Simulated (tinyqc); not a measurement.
# p-n diode with diffusion and depletion-layer recombination: effect of the hole lifetime

Abrupt junction in the depletion approximation, low injection, full ionisation, neutral widths fixed, ohmic contact on the p side. Vj is the junction voltage; where a series resistance Rs is given, V = Vj + J Rs is the terminal voltage.

ni = sqrt(Nc Nv) exp(-Eg/(2 Vt)), Eg in volts; D = mu Vt; Ln = sqrt(Dn tn), Lp = sqrt(Dp tp); J0n = q ni^2 Dn coth(wp/Ln)/(Ln Na); J0p = (q ni^2 Dp/(Lp Nd)) (s + tanh(wn/Lp))/(1 + s tanh(wn/Lp)), s = Sp Lp/Dp. J_diff = (J0n + J0p)(exp(Vj/Vt) - 1). Vbi = Vt ln(Na Nd/ni^2), W = sqrt(2 eps0 eps_r (Vbi - Vj)(1/Na + 1/Nd)/q), xp = W Nd/(Na + Nd), xn = W Na/(Na + Nd); u(x) = q Na (x + xp)^2/(2 eps0 eps_r) for x < 0 and Vbi - Vj - q Nd (xn - x)^2/(2 eps0 eps_r) for x > 0; p = Na exp(-u/Vt), n = Nd exp((u - Vbi + Vj)/Vt); U = ni^2 (exp(Vj/Vt) - 1)/(tp (n + ni exp(Et/Vt)) + tn (p + ni exp(-Et/Vt))); J_scr = q times the integral of U from -xp to xn. J = J_diff + J_scr.

Parameters, values chosen for the exercise; band and dielectric values close to those of silicon: temperature T = 293 K; band gap Eg = 1.11 eV; relative permittivity eps_r = 11.7; conduction-band density of states at T Nc = 2.72e19 cm^-3; valence-band density of states at T Nv = 2.58e19 cm^-3; acceptor density Na = 1.2e17 cm^-3; donor density Nd = 9.8e17 cm^-3; electron mobility in the p side mun = 720 cm^2/(V s); hole mobility in the n side mup = 140 cm^2/(V s); electron lifetime tn = 3e-6 s; neutral width of the p side wp = 2.2 um; neutral width of the n side wn = 50 um; recombination velocity at the n contact Sp = 1e7 cm/s; trap level above the intrinsic level Et = 0 eV; junction voltage at which recombination is evaluated Vj = 0.43 V.

Constants: q = 1.602176634e-19 C, kB = 1.380649e-23 J/K, Vt = kB T/q, eps0 = 8.8541878128e-14 F/cm where lengths are in cm. Results are converted to the units shown.

The same in every row: J0n (A/cm^2) = 6.256e-12.

Effect of the hole lifetime:
```
tp (s)	J0p (A/cm^2)	J_diff (A/cm^2)	J_scr (A/cm^2)	J_scr/J (%)	wn/Lp
1e-10	1.743e-12	1.992e-4	1.242e-4	38.41	265.9
1e-9	5.510e-13	1.695e-4	4.123e-5	19.56	84.10
1e-8	1.743e-13	1.601e-4	1.374e-5	7.900	26.59
1e-7	5.510e-14	1.572e-4	4.605e-6	2.846	8.410
1e-6	1.760e-14	1.562e-4	1.556e-6	0.9862	2.659
1e-5	8.028e-15	1.560e-4	5.317e-7	0.3397	0.8410
0.0001	6.706e-15	1.560e-4	1.845e-7	0.1181	0.2659
```

What does the comparison show?

As tp goes from 1e-10 to 0.0001, J0p falls from 1.74e-12 to 6.71e-15 A/cm^2, J_scr falls from 1.24e-4 to 1.84e-7 A/cm^2 and its share falls from 38.4 to 0.118 %. J0p goes as tp^(-0.50) at the start and tp^(-0.08) at the end.

Numbers from tinyqc (`OMP_NUM_THREADS=1 python tinyqc.py 2260114 2260115 out.jsonl`; about 0.01 s on one thread of a shared Intel Xeon 2.30GHz).
